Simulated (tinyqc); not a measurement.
FinFET, parasitic resistance, capacitance and delay: one step of the calculation.

Nf fins under one contact; each has gated perimeter p = 2 Hf + Wf and cross-section A = Hf Wf; contact width Wc = Nf pf, stack height Hs = Hf. Contact length Lc = CPP - Lg - 2 Lsp, shared by two neighbouring gates. Source and drain sides are equal. The formulas are first-order estimates, not field solutions.

Problem. Fin currents at Vgs = Vdd, Vds = Vdd/2. One fin: I = p Q vx u/(1 + |u|^1.8)^(1/1.8), Q = Cinv n Vt ln(1 + exp((Vg' - VT + dl Vd')/(n Vt))), u = Vd' mu/(vx Lg), Vg' = Vgs - v, Vd' = Vds - 2 v, with the drop on each side v = Rc (sum of I) + Rx I. I(new) = I + 0.5 (I(out) - I).

Inputs (values chosen for the exercise); values close to those of silicon logic devices:
- T = 300 K (temperature)
- Hf = 42 nm (fin height)
- Wf = 6 nm (fin width)
- Lg = 20 nm (gate length)
- Cinv = 2.5 uF/cm^2 (inversion capacitance)
- vx = 1.1e7 cm/s (injection velocity)
- mu = 240 cm^2/(V s) (apparent mobility)
- VT = 0.24 V (threshold at zero drain voltage)
- dl = 0.057 V/V (barrier lowering)
- n = 1.18 (subthreshold factor)
- Vdd = 0.7 V (supply voltage)

Constants: q = 1.602176634e-19 C, kB = 1.380649e-23 J/K, Vt = kB T/q. Results are converted to the units shown.

I at the start (uA): fin 1 0, fin 2 0
Rc = 536.31043 ohm
Rx = 301.58730 ohm

Find: drop v; I(out); I after iteration 1.

Solution.

drop v (mV): fin 1 0, fin 2 0
I(out) (uA): fin 1 113.3, fin 2 113.3
I after iteration 1 (uA): fin 1 56.63, fin 2 56.63

Program tinyqc, `OMP_NUM_THREADS=1 python tinyqc.py 2170146 2170147 out.jsonl`; Intel Xeon 2.30GHz, shared host, one thread, about 0.04 s.
